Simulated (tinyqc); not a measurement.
Nucleation and growth of vacancy voids in a cooling silicon-like crystal: one step, computed by the program tinyqc.

Spherical voids; vacancies are lost only to voids.

Question. Vacancy excess. C = C_x (u - 1)/(u + 0.2) with u = (V/G)/xi_c, a form chosen for the exercise.

Inputs (values chosen for the exercise, close to those used for silicon): ratio (V/G)/xi_c = 2.15; limit of the excess at high V/G = 1.2e+14 1/cm^3.

Vacancy supply: from V/G.

Give: initial excess C.

Answer.

initial excess C = 5.872e+13 1/cm^3
